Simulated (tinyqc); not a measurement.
Local against global planarity over time: chemical-mechanical planarisation: Preston law, pattern density and step-height reduction. Computed by tinyqc, a small Python program. Command: `OMP_NUM_THREADS=1 python tinyqc.py 3028999 3029000 out.jsonl cmp walk`. One thread of a shared host (Intel(R) Xeon(R) Processor @ 2.30GHz), about 0.01 s of CPU time with the checks.

A row of 8 cells, repeated periodically, holds raised features that cover a share rho of each cell.

Inputs (values chosen for the exercise, close to those used for oxide polishing):
```
quantity                          value  unit
Preston coefficient K           2.1e-13  1/Pa
pressure P                           15   kPa
platen and carrier speed             40   rpm
distance between the centres         20    cm
initial step height h0              160    nm
contact height h_c                   42    nm
film above the raised areas z0      380    nm
cell size                           1.1    mm
planarisation length                1.9    mm
```

local pattern densities, cell by cell: 0.25  0.25  0.3  0.9  0.4  0.3  0.9  0.2

Method:
- With equal rotation speeds the relative speed is uniform, v = omega r_c; Preston rate R0 = K P v.
- The stiff pad averages the density: rho_eff(i) = sum_j w_ij rho_j / sum_j w_ij, w = exp(-2 d^2/L^2), L the planarisation length and d the distance between cell centres, summed over all periodic images of cell j.
- While h > h_c only raised areas polish, at R0/rho_eff, until t_c = rho_eff (h0 - h_c)/R0. After that h = h_c exp(-(t - t_c)/tau), tau = rho_eff h_c/R0; low areas polish at R0 (1 - h/h_c) and raised areas at R0 [1 + (1 - rho_eff) h/(rho_eff h_c)]. Removed from raised areas after t_c: h0 - h_c + R0 (t - t_c) + (1 - rho_eff)(h_c - h); from low areas: R0 (t - t_c) - rho_eff (h_c - h). Film left = z0 less the removal from raised areas.
- Times are multiples of h0/R0; the range is the largest minus the smallest removal from raised areas.

effective densities: 0.261102  0.281677  0.431442  0.599815  0.506776  0.481160  0.555721  0.382308

blanket rate R0 = 2.63894 nm/s

Steps and range (nm):
```
multiple   t (s)  largest step  smallest step  range across the row  mean removal from raised areas
0.10        6.06        133.33         98.721                34.604                           39.66
0.20       12.13        106.65         37.681                69.031                           79.31
0.30       18.19         79.98          8.760                79.727                          113.91
0.45       27.28         40.01          0.982                69.481                          153.71
0.60       36.38         15.43          0.110                60.289                          183.32
0.80       48.50          4.33          0.006                55.924                          217.37
1.00       60.63          1.22          0.000                54.681                          249.85
1.30       78.82          0.18          0.000                54.266                          297.98
1.70      103.07          0.01          0.000                54.200                          362.00
```

What follows from these numbers?

Local steps shrink to 0.014 nm or less, but the range across the row reaches up to 79.7 nm among these rows and ends at 54.2 nm, against the limit (largest - smallest rho_eff) h0 = 54.2 nm: once flat, all cells polish alike and the difference stays. Evener density (dummy fill), a longer planarisation length or a smaller initial step reduces it. Caution: in the last rows the removal passes z0 somewhere, so they describe a thicker film than the one given.

Extremes, crossings and ranges named in words are read from the listed rows.
